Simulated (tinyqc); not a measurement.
# Gate sheet resistance from two finger widths

Inverse problem. At low frequency R = Rsh Wf/(3 L) + B/Wf, where B collects the channel and vertical terms. Find Rsh, B and the width of lowest R.

Inputs (values chosen for the exercise):

| symbol | value | unit | meaning |
|---|---|---|---|
| L | 0.08 | um | channel length |

input resistance of single fingers, contacted at one end, of width 0.52 and 11 um (ohm): [904.38462, 865.90909]

Answer. R Wf is a straight line in Wf^2; the minimum of R lies where both terms are equal.

Rsh = 18.00 ohm/square
B = 450.0 ohm um
width of lowest R = 2.449 um

Computed by the program tinyqc: `OMP_NUM_THREADS=1 python tinyqc.py 2262097 2262098 out.jsonl`, one thread of a shared Intel Xeon 2.30GHz, about 0.01 s for the whole run.
